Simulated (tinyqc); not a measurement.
# MOS inversion layer, Poisson-Schroedinger loop, step by step

Computed by the program tinyqc: `OMP_NUM_THREADS=1 python tinyqc.py 2160001 2160002 out.jsonl`, one thread of a shared Intel Xeon 2.30GHz, about 0.6 s for the whole run. Printed values are rounded.

Electrons confined at an insulator interface at z = 0, treated as a hard wall; parabolic valleys, Hartree approximation, no image or exchange terms. The depletion charge lies far deeper than the electrons and gives a uniform field q Nd/(eps0 eps_r); the gate balances all charge. Energies are counted from the band edge at the interface.

Inputs (values chosen for the exercise); masses and permittivity close to those of gallium nitride:
```
symbol,value,unit,meaning
T,300,K,temperature
eps_r,9.67,,relative permittivity
mz1,0.199,m0,mass along z of valley set A (1 valley(s))
md1,0.197,m0,in-plane density-of-states mass of set A
Ns,1.3e13,cm^-2,sheet density of electrons
Nd,9.3e11,cm^-2,sheet density of depletion charge
hz,0.76,nm,mesh step
a,0.5,,mixing factor
```

Constants: q = 1.602176634e-19 C, kB = 1.380649e-23 J/K, hbar = 1.054571817e-34 J s, m0 = 9.1093837015e-31 kg, Vt = kB T/q, eps0 = 8.8541878128e-14 F/cm where lengths are in cm, hbar^2/(2 m0) = 0.0380998212 eV nm^2. Results are converted to the units shown.

## Fixed part of the potential

z, node 1 to 14 (nm): 0.76  1.52  2.28  3.04  3.8  4.56  5.32  6.08  6.84  7.6  8.36  9.12  9.88  10.64

V0 = q Nd z/(eps0 eps_r) in eV.

fixed potential V0, node 1 to 14 (eV): 0.0132261  0.0264522  0.0396783  0.0529044  0.0661305  0.0793566  0.0925827  0.1058088  0.1190349  0.1322610  0.1454871  0.1587132  0.1719393  0.1851654

## Round 1: levels and probability densities

self-consistent potential U at the start, node 1 to 14 (eV): 0  0  0  0  0  0  0  0  0  0  0  0  0  0

Tridiagonal Hamiltonian with psi = 0 one step beyond both ends: H_ii = C (1/m_(i-1/2) + 1/m_(i+1/2))/hz^2 + V0_i + U_i, H_(i,i+1) = -C/(m_(i+1/2) hz^2), C = hbar^2/(2 m0). The lowest 2 level(s) are kept, normalised to hz sum |psi|^2 = 1. The mass is the same on all intervals.

levels (eV): A1 0.0901084, A2 0.1589664

```
node  |psi|^2 of A1 (1/nm)  |psi|^2 of A2 (1/nm)
1                0.0502043             0.0536541
2                0.1569397             0.1306261
3                0.2422314             0.1202162
4                0.2634816             0.0429503
5                0.2273629             0.0000021
6                0.1647176             0.0419202
7                0.1035023             0.1308762
8                0.0575918             0.1992197
9                0.0287692             0.2109868
10               0.0130072             0.1738811
11               0.0053270             0.1163168
12               0.0019464             0.0631242
13               0.0005944             0.0260004
14               0.0001137             0.0060153
```

## Round 1: Fermi level and occupations

Level k holds N_k = D_k Vt ln(1 + exp((EF - E_k)/Vt)) with D = md1 m0 q/(pi hbar^2) per eV (spin included); EF is fixed by sum N_k = Ns.

EF = 0.2010285 eV
N_k (cm^-2): A1 9.156895e12, A2 3.843105e12

## Round 1: density, output potential and mixing

n_i = sum_k N_k |psi_k|^2 (converted to cm^-3). Hartree part by Gauss: on the interval before node i the electrons still beyond are S_i = Ns - hz sum_(j<i) n_j, and U_i = U_(i-1) + q S_i hz/(eps0 eps_r) in eV, U_0 = 0 at the interface. Mixing: U(new) = U + a (U(out) - U).

```
node  n (1e19 cm^-3)  U(out) (eV)  U after round 1 (eV)
1           0.665914    0.1848809             0.0924405
2           1.939090    0.3625644             0.1812822
3           2.680092    0.5192893             0.2596447
4           2.577736    0.6470467             0.3235234
5           2.081946    0.7469429             0.3734714
6           1.669405    0.8243364             0.4121682
7           1.450731    0.8836863             0.4418432
8           1.292984    0.9273561             0.4636781
9           1.074281    0.9570508             0.4785254
10          0.787349    0.9751342             0.4875671
11          0.495797    0.9847076             0.4923538
12          0.260416    0.9889223             0.4944611
13          0.105365    0.9903222             0.4951611
14          0.024158    0.9905833             0.4952917
```

## Round 2: levels and probability densities

As before.

levels (eV): A1 0.3421284, A2 0.5363042

```
node  |psi|^2 of A1 (1/nm)  |psi|^2 of A2 (1/nm)
1                0.2979546             0.1754575
2                0.4932346             0.0861757
3                0.3294887             0.0150681
4                0.1380780             0.2036721
5                0.0431047             0.3160399
6                0.0109617             0.2591218
7                0.0023978             0.1498755
8                0.0004685             0.0691907
9                0.0000841             0.0273166
10               0.0000141             0.0096152
11               0.0000023             0.0030853
12               0.0000003             0.0009029
13               0.0000000             0.0002294
14               0.0000000             0.0000387
```

## Round 2: Fermi level and occupations

As before.

EF = 0.4952284 eV
N_k (cm^-2): A1 1.260477e13, A2 3.952292e11

## Round 2: density, output potential and mixing

As before.

```
node  n (1e19 cm^-3)  U(out) (eV)  U after round 2 (eV)
1           3.824995    0.1848809             0.1386607
2           6.251168    0.3284197             0.2548510
3           4.159084    0.4043932             0.3320189
4           1.820939    0.4354135             0.3794685
5           0.668233    0.4467524             0.4101119
6           0.240582    0.4508687             0.4315185
7           0.089459    0.4523847             0.4471140
8           0.033252    0.4529338             0.4583060
9           0.011856    0.4531235             0.4658245
10          0.003979    0.4531851             0.4703761
11          0.001248    0.4532036             0.4727787
12          0.000361    0.4532087             0.4738349
13          0.000091    0.4532098             0.4741855
14          0.000015    0.4532100             0.4742508
```

## Course of the self-consistent loop

Start from U = 0. Stop when the largest |U(out) - U| is below 1e-7 eV, or after 120 rounds.

Course of the iteration:
```
round  level A1 (eV)    EF (eV)  largest |U(out) - U| (eV)
1         0.09010844  0.2010285                      0.991
2          0.3421284  0.4952284                      0.147
3          0.4050864  0.5510962                     0.0774
4          0.4382880  0.5815373                     0.0379
5          0.4547650  0.5975462                     0.0172
6          0.4624857  0.6050778                    8.06e-3
7          0.4661708  0.6086994                    3.89e-3
8          0.4679444  0.6104495                    1.89e-3
9          0.4688058  0.6113024                    9.22e-4
...              ...        ...                        ...
14         0.4696104  0.6121021                    2.67e-5
15         0.4696227  0.6121144                    1.32e-5
16         0.4696288  0.6121206                    6.54e-6
17         0.4696319  0.6121236                    3.24e-6
18         0.4696334  0.6121251                    1.61e-6
19         0.4696342  0.6121259                    7.98e-7
20         0.4696345  0.6121262                    3.96e-7
21         0.4696347  0.6121264                    1.97e-7
22         0.4696348  0.6121265                    9.79e-8
```

Converged in 22 rounds. Towards the end the residual shrinks by a factor of about 0.50 a round.

## Converged levels, occupations and centroid

converged U, node 1 to 14 (eV): 0.1848808  0.3255402  0.4058417  0.4481883  0.4720124  0.4864491  0.4952150  0.5002378  0.5028777  0.5041329  0.5046646  0.5048584  0.5049140  0.5049234

Solve for the levels with V0 + U, find EF, n_i = sum_k N_k |psi_k|^2 (in cm^-3); share of each level N_k/Ns; centroid sum n z/sum n.

levels (eV): A1 0.4696348, A2 0.6174907
EF = 0.6121265 eV
shares (%): A1 90.26661, A2 9.73339
n, node 1 to 14 (in units of 1e19 cm^-3): 4.091402  5.584328  3.511607  1.713715  0.868520  0.524661  0.346317  0.220474  0.128102  0.066944  0.031259  0.012791  0.004274  0.000867
centroid = 2.075616 nm

An 800-node mesh to 18 nm with 8 levels a set gives A1 = 0.4766 eV, EF = 0.6202 eV and a centroid of 2.139 nm; the levels kept above hold 99.3 % of the electrons there. The coarse centroid is 3.0 % below the fine one.

## Closed-form estimates

Triangular well: E_k = a_k (C F^2/mz)^(1/3), a_1 = 2.338107, a_2 = 4.087949, C = hbar^2/(2 m0), F in eV/nm. Fang-Howard (all electrons in the lowest level of set A): b^3 = 6 (mz1/C) q (Nd + 11 Ns/32)/(eps0 eps_r), centroid 3/b, level C b^2/(4 mz1) + (3/b) q (Nd + 11 Ns/16)/(eps0 eps_r). Use F = q (Nd + Ns)/(eps0 eps_r), the surface field, and F = q (Nd + Ns/2)/(eps0 eps_r).

A1 with the surface field = 0.5498935 eV
A1 with Nd + Ns/2 = 0.3616627 eV
A2 with Nd + Ns/2 = 0.6323315 eV
b = 1.468374 1/nm
Fang-Howard centroid = 2.043077 nm
Fang-Howard level = 0.4804488 eV

Against the self-consistent A1 = 0.4766 eV on a fine mesh, the surface-field estimate is 15 % above it, the half-charge one 24 % below it and Fang-Howard 0.81 % above it. A1 holds 91.0 % of the electrons, and the Fang-Howard centroid is 4.5 % below the full one.
